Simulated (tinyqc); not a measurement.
What each change does: conductance of a narrow metal strip with scatterers (square lattice, Green functions).

A strip of W sites across with hard walls, site energy 0 and hopping -t. Mode n = 1 to W has profile chi_n(j) = sqrt(2/(W + 1)) sin(n j pi/(W + 1)) and energy en = -2t cos(n pi/(W + 1)); E = en - 2t cos(kn a). With z_n = exp(i kn a) (Im k > 0 for closed modes, |z| < 1) each lead gives the self-energy -t z_n in mode n. One column carries the site energies v, here a notch at the edge (a site raised out of reach). In the mode basis V_nm = sum_j chi_n(j) v_j chi_m(j), G = (E - en + 2 t z_n - V)^-1, and t_nm = 2t sqrt(sin(kn a) sin(km a)) G_nm in size for open modes. T = sum |t_nm|^2, conductance (2e^2/h) T.

Constants: e^2/h = 3.874045865e-05 S.

Parameters, chosen for this exercise (hopping and spacing of the size met in Cu or Al; the lattice is a model; not measured data): t = 1.18 eV (hopping); W = 4 (sites across); E = 1.33 eV (Fermi energy); v = (50, 0, 0, 0) eV (site energies in the scattering column).

Open modes M, T and the added resistance (1/T - 1/M)/(2 e^2/h).

Results for these values:
```
case,M,T,added resistance (ohm)
base,3,2.0063,2131
```

What happens to each result for t = 1.227 eV, all else kept?

Answer: M does not change at the printed digits; T rises from 2.0063 to 2.0073; added resistance falls from 2131 to 2128.

The same for each parameter in turn:
```
case,M,T,added resistance (ohm)
base,3,2.0063,2131
t = 1.227 eV,3,2.0073,2128
E = 1.42 eV,3,2.0043,2137
"v = (50, 50, 0, 0) eV",3,1.2311,6181
```

(tinyqc, `OMP_NUM_THREADS=1 python tinyqc.py 1481329 1481330 out.jsonl`, Intel(R) Xeon(R) Processor @ 2.30GHz, 1 thread, shared host, about 0.01 s.)
